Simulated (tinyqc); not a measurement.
# Worked calculation: hot electrons in a saturated n-channel MOSFET, lucky-electron model

Numbers from tinyqc (`OMP_NUM_THREADS=1 python tinyqc.py 2550067 2550068 out.jsonl`; about 0.03 s on one thread of a shared Intel Xeon 2.30GHz). Printed values are rounded.

Beyond pinch-off the lateral field grows as Esat cosh(y/l) over the velocity-saturated region (pseudo-two-dimensional model). Impact ionisation in this region gives the substrate current, which biases the body forward through Rsub. Currents are per width. Local-field laws: they overstate ionisation when the field peak is narrower than an energy relaxation length.

Values chosen for this exercise; values close to those of silicon n-channel devices:
```
symbol   value        unit                                   meaning
L         0.35          um                            channel length
tox        7.6          nm                           oxide thickness
xj         100          nm                            junction depth
VT        0.65           V                                 threshold
mu         370  cm^2/(V s)                        effective mobility
vs       8.6e6        cm/s                       saturation velocity
Ai         2e6        1/cm                      ionisation prefactor
Bi        1.75       MV/cm                          ionisation field
Rd           0      ohm um     resistance of the lightly doped drain
Rsub      2800      ohm um                      substrate resistance
kb        0.46              fall of VT per volt of forward body bias
lm         8.8          nm               hot-electron mean free path
pb         3.2           V                             oxide barrier
Cg      0.0012                         prefactor of the gate current
m          3.2                                     lifetime exponent
Hl       41000     s uA/um                         lifetime constant
Vd         2.2           V                             drain voltage
Vg         0.9           V                              gate voltage
```

Constants: eps0 = 8.8541878128e-14 F/cm where lengths are in cm. Results are converted to the units shown.

## Length and field scales

Cox = 3.9 eps0/tox, l = sqrt(3 tox xj), Esat = 2 vs/mu.

Cox = 0.4543596 uF/cm^2
l = 47.74935 nm
Esat = 0.04648649 MV/cm
Esat L = 1.627027 V

## Iteration 1: body bias from the substrate current

Vb at the start = 0 V

Cox = 3.9 eps0/tox. Overdrive g = Vg - VT + kb Vb; Vdsat = g Esat L/(g + Esat L); Id = Cox vs (g - Vdsat); dV = Vd - Id Rd - Vdsat; Em = sqrt((dV/l)^2 + Esat^2); Isub = Id (Ai/Bi) l Em exp(-Bi/Em). Vb(new) = Rsub Isub.

Vdsat = 0.2167027 V
Id = 13.01091 uA/um
dV = 1.983297 V
Em = 0.4179492 MV/cm
Isub = 0.4507659 uA/um
Vb after iteration 1 = 0.001262144 V

## Iteration 2: body bias from the substrate current

As before.

Vdsat = 0.2171388 V
Id = 13.06737 uA/um
dV = 1.982861 V
Em = 0.4178584 MV/cm
Isub = 0.4522122 uA/um
Vb after iteration 2 = 0.001266194 V

## Course of the iteration: body bias from the substrate current

Stop when Vb changes by less than 1e-9 V, or after 60 iterations.

Course of the iteration:
```
iteration       Vb (V)  |change| (V)
1          0.001262144       1.26e-3
2          0.001266194       4.05e-6
3          0.001266207       1.30e-8
4          0.001266207      4.17e-11
```

Converged in 4 iterations. At the end each change is about 0.0032 times the one before: linear convergence.

## Gate current, lifetime and channel shortening

Id = 13.06755 uA/um
dV = 1.982860 V
Em = 0.4178581 MV/cm
Isub = 0.4522168 uA/um

Ig = Cg Id exp(-pb/(lm Em)); lifetime tau = (Hl/Id)(Isub/Id)^(-m); length of the saturated region dL = l ln[(dV/l + Em)/Esat]. 1 year = 3.15576e7 s.

Isub/Id = 0.03460608
Ig = 2.606012 pA/um
tau = 4.701081 years
dL = 137.8055 nm

The lifetime misses ten years. Integrating Ai exp(-Bi/E) over the cosh profile gives Isub/Id = 0.0290, so the closed form is 19 % above it.
